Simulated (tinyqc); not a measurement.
# Inputs raised by 2 %, one at a time

Model: hydrogenic impurity: series, fields, screening, photoionisation and donor-acceptor pairs. Computed by tinyqc, a small Python program. Command: `OMP_NUM_THREADS=1 python tinyqc.py 3004125 3004126 out.jsonl hydrogenic sens`. One thread of a shared host (Intel(R) Xeon(R) Processor @ 2.30GHz), about 0.01 s of CPU time with the checks.

One isotropic, parabolic band. Effective units: Ry* and a*, in which H = -nabla^2 - 2/r.

Inputs (values chosen for the exercise, modelled on InP):

| quantity | value | unit |
|---|---|---|
| electron mass m | 0.0797 | m_0 |
| dielectric constant eps | 12.6 | - |
| donor density N | 4.1e+15 | cm^-3 |
| electric field F | 150 | V/cm |
| gap E_g | 1.44 | eV |
| acceptor depth E_A | 39 | meV |
| pair distance r | 430 | angstrom |
| rate prefactor W_0 | 2.4e+06 | 1/s |

Parts treated: electric field and pairs.

Constants: Ry = 13.605693123 eV; a_0 = 0.529177210903 angstrom; h x 1 THz = 4.135667696 meV; hbar = 6.582119569e-16 eV s; e^2/(4 pi eps_0) = 14.39964548 eV angstrom.

Method:
- Ry* = Ry m/eps^2, a* = a_0 eps/m; level n is bound by Ry*/n^2; <r> = (3/2) a* in 1s; lines 1s -> np at Ry* (1 - 1/n^2); 1 THz = 4.135667696 meV.
- Wigner-Seitz radius r_s = (3/(4 pi N))^(1/3); Mott criterion N_c^(1/3) a* = 0.26; overlap of two 1s orbitals at distance d: S = exp(-x)(1 + x + x^2/3), x = d/a*, with d = N^(-1/3).
- f = e F a*/(2 Ry*) is the field in atomic-like units. 1s shifts by -(9/2) f^2 Ry* (polarisability (9/2) a*^3), the n = 2 levels split linearly by +/- 6 f Ry*; the barrier top lies 4 sqrt(f) Ry* below the band edge and passes 1s at f = 1/16; the tunnelling rate of 1s is (2 Ry*/hbar) (4/f) exp(-2/(3 f)).
- No-phonon line h nu(r) = E_g - Ry* - E_A + e^2/(4 pi eps_0 eps r); rate W(r) = W_0 exp(-2 r/a*), the donor being the shallower centre; lifetime 1/W; zero field.

Runs:

| input moved | from | to | Ry* (meV) | Mott density (cm^-3) | shift of 1s (meV) | photon energy (eV) |
|---|---|---|---|---|---|---|
| base run | - | - | 6.830 | 3.002e+16 | -0.002594 | 1.397 |
| electron mass m (m_0) | 0.0797 | 0.081294 | 6.967 | 3.186e+16 | -0.002444 | 1.397 |
| dielectric constant eps | 12.6 | 12.852 | 6.565 | 2.829e+16 | -0.002808 | 1.397 |
| donor density N (cm^-3) | 4.1e+15 | 4.182e+15 | 6.830 | 3.002e+16 | -0.002594 | 1.397 |
| electric field F (V/cm) | 150 | 153 | 6.830 | 3.002e+16 | -0.002699 | 1.397 |
| pair distance r (angstrom) | 430 | 438.6 | 6.830 | 3.002e+16 | -0.002594 | 1.397 |
| acceptor depth E_A (meV) | 39 | 39.78 | 6.830 | 3.002e+16 | -0.002594 | 1.396 |

Exponents ln(y'/y) / ln(x'/x):

| input | Ry* | Mott density | shift of 1s | photon energy |
|---|---|---|---|---|
| electron mass m | 1 | 3 | -3 | -0.005 |
| dielectric constant eps | -2 | -3 | 4 | 0.008 |
| donor density N | 0 | 0 | 0 | 0.000 |
| electric field F | 0 | 0 | 2 | 0.000 |
| pair distance r | 0 | 0 | 0 | -0.002 |
| acceptor depth E_A | 0 | 0 | 0 | -0.028 |

Which inputs matter most for each result?

Among the inputs moved here: Ry* answers most in size to dielectric constant eps (exponent -2.000), next to electron mass m (+1.000); its exponent is below 0.0005 for donor density N, electric field F, pair distance r, acceptor depth E_A. Its exponent +1.000 in electron mass m: Ry* = Ry m/eps^2. Its exponent -2.000 in dielectric constant eps: Ry* = Ry m/eps^2. Mott density answers most in size to electron mass m (exponent +3.000), and about equally to dielectric constant eps (-3.000); its exponent is below 0.0005 for donor density N, electric field F, pair distance r, acceptor depth E_A. Its exponent +3.000 in electron mass m: the Mott density goes as a*^-3. Its exponent -3.000 in dielectric constant eps: the Mott density goes as a*^-3. Shift of 1s answers most in size to dielectric constant eps (exponent +4.000), next to electron mass m (-3.000); its exponent is below 0.0005 for donor density N, pair distance r, acceptor depth E_A. Its exponent -3.000 in electron mass m: the polarisability goes as eps a*^3. Its exponent +4.000 in dielectric constant eps: the polarisability goes as eps a*^3. Photon energy answers most in size to acceptor depth E_A (exponent -0.028), next to dielectric constant eps (+0.008); its exponent is below 0.0005 for donor density N, electric field F.
